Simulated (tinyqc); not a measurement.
Bowing of the band edge from disorder: coherent potential approximation for a binary alloy with a semi-elliptic band.

Site levels eA = -x d (share 1 - x) and eB = (1 - x) d (share x), so that their mean, the virtual crystal, is 0. Pure band: G0(z) = 2 (z - sqrt(z - W) sqrt(z + W))/W^2 with principal roots, density -Im G/pi per site. The medium has a self-energy S(z), G = G0(z - S), z = E + i eta. t_i = (e_i - S)/(1 - (e_i - S) G); the CPA demands <t> = (1 - x) tA + x tB = 0. Iteration: start at S = 0, set S(new) = S + <t>/(1 + <t> G), stop when |<t>| < 1e-9 eV.

Values chosen for the exercise: W = 2.4 eV (half width of the pure band); d = 1.25 eV (eB - eA).

For eta = 0 the CPA reads G = (1 - x)/(y - eA) + x/(y - eB) with y = E - W^2 G/4; the lower edge is the maximum of E(y) = y + W^2 G(y)/4 for y < eA. The virtual crystal puts it at -W. Second order: -W - 2 x (1 - x) d^2/W, from S = x (1 - x) d^2 G0(-W), G0(-W) = -2/W.

Lower edge (eV):

| x | edge | edge + W | second order | (edge + W)/(x (1 - x)) |
|---|---|---|---|---|
| 0.05 | -2.4314 | -0.0314 | -0.0618 | -0.6620 |
| 0.10 | -2.4619 | -0.0619 | -0.1172 | -0.6883 |
| 0.25 | -2.5470 | -0.1470 | -0.2441 | -0.7839 |
| 0.40 | -2.6199 | -0.2199 | -0.3125 | -0.9161 |
| 0.50 | -2.6594 | -0.2594 | -0.3255 | -1.0376 |
| 0.60 | -2.6891 | -0.2891 | -0.3125 | -1.2044 |
| 0.75 | -2.7056 | -0.3056 | -0.2441 | -1.6296 |
| 0.90 | -2.6536 | -0.2536 | -0.1172 | -2.8175 |
| 0.95 | -2.5962 | -0.1962 | -0.0618 | -4.1307 |

second-order coefficient = -1.3021 eV

How do the results move, and what explains it?

Disorder pushes the edge below the virtual crystal, most at x = 0.75 (-306 meV). The coefficient runs from -0.662 at x = 0.05 to -4.131 eV at 0.95, against -1.302 in second order, which is only a guide at d/W = 0.52: it depends strongly on x and is largest in size where the low-lying A atoms are dilute and act as attractive impurities. For d above W/2 they bind a level, and the ratio then measures that level rather than bowing.

tinyqc: `OMP_NUM_THREADS=1 python tinyqc.py 1480534 1480535 out.jsonl`; about 0.01 s, one thread, shared Intel(R) Xeon(R) Processor @ 2.30GHz.
